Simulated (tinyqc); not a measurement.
Worked calculation: LDA (VWN5) atom on a uniform radial grid, spin-unpolarised, for F. Computed by tinyqc, a small Python program that keeps every step. Settings: Z = 9, points = 192, R = 12.1, functional = lda,vwn, mixing = 1.0, iteration cap = 67. Command: `OMP_NUM_THREADS=1 python tinyqc.py 26164 26165 out.jsonl` (the two numbers bound the seeds that draw the settings). One thread of a shared host (Intel(R) Xeon(R) Processor @ 2.60GHz), about 1 s of CPU time with the checks.

Spherical atom on a uniform radial grid r_j = j h with h = R/(N + 1), h sum u^2 = 1 and integrals as h times sums, u(0) = u(R) = 0 (atomic units):
```
parameter            value
Z                        9
points N               192
R                12.100000
h                 0.062694
mixing            1.000000
electrons in 1s          2
electrons in 2s          2
electrons in 2p          5
```

Three-point differences turn -u''/2 + [l(l+1)/2r^2 - Z/r + V] u = e u into a tridiagonal matrix (diagonal 1/h^2 + potential, off-diagonal -1/2h^2). D = sum f u^2; the Hartree potential y/r solves y'' = -D/r with y(0) = 0, y(R) = N_e; v_xc comes from rho = D/(4 pi r^2); E = sum f e - int D V + int D (V_H/2 + eps_xc); V(new) = V + mixing (V_H + v_xc - V).

Stop when input and output potentials agree to 1e-7.

Course of the cycle (hartree):
```
iteration             E       e(1s)      e(2s)       e(2p)  largest |V(out) - V(in)|
1          -81.41703937  -37.705884  -9.931167  -10.195464                  2.60e+01
2          -77.31741363  -15.850242  -0.000890    0.067716                  1.48e+01
3          -88.78053918  -28.930907  -5.514939   -5.304591                  1.20e+01
4          -80.87787271  -18.016020  -0.122560    0.065690                  1.10e+01
5          -89.37090259  -28.120674  -5.022794   -4.764451                  1.07e+01
6          -81.21929615  -18.250529  -0.147463    0.065153                  1.06e+01
7          -89.43430731  -28.032949  -4.970867   -4.707441                  1.06e+01
8          -81.25757387  -18.276718  -0.150441    0.065084                  1.06e+01
9          -89.44144133  -28.022978  -4.964933   -4.700936                  1.06e+01
10         -81.26190554  -18.279677  -0.150781    0.065076                  1.06e+01
11         -89.44224859  -28.021848  -4.964259   -4.700199                  1.06e+01
...                 ...         ...        ...         ...                       ...
57         -89.44235167  -28.021704  -4.964173   -4.700104                  1.06e+01
58         -81.26245866  -18.280055  -0.150824    0.065075                  1.06e+01
59         -89.44235167  -28.021704  -4.964173   -4.700104                  1.06e+01
60         -81.26245866  -18.280055  -0.150824    0.065075                  1.06e+01
61         -89.44235167  -28.021704  -4.964173   -4.700104                  1.06e+01
62         -81.26245866  -18.280055  -0.150824    0.065075                  1.06e+01
63         -89.44235167  -28.021704  -4.964173   -4.700104                  1.06e+01
64         -81.26245866  -18.280055  -0.150824    0.065075                  1.06e+01
65         -89.44235167  -28.021704  -4.964173   -4.700104                  1.06e+01
66         -81.26245866  -18.280055  -0.150824    0.065075                  1.06e+01
67         -89.44235167  -28.021704  -4.964173   -4.700104                  1.06e+01
```

Can the last value be used, and what does the course show?

Not by the stop rule; and the uniform grid itself carries an error of order h^2 at the cusp, far above the threshold. Not converged within 67 iterations: the residual has stopped falling: the iteration swings between two states. Reruns (cap 100 unless said): mixing 0.3: converged in 50; mixing 0.6: converged in 20; the original settings with a cap of 400: not converged. Even converged, this uniform grid resolves the cusp poorly and misses the energy of the atom.
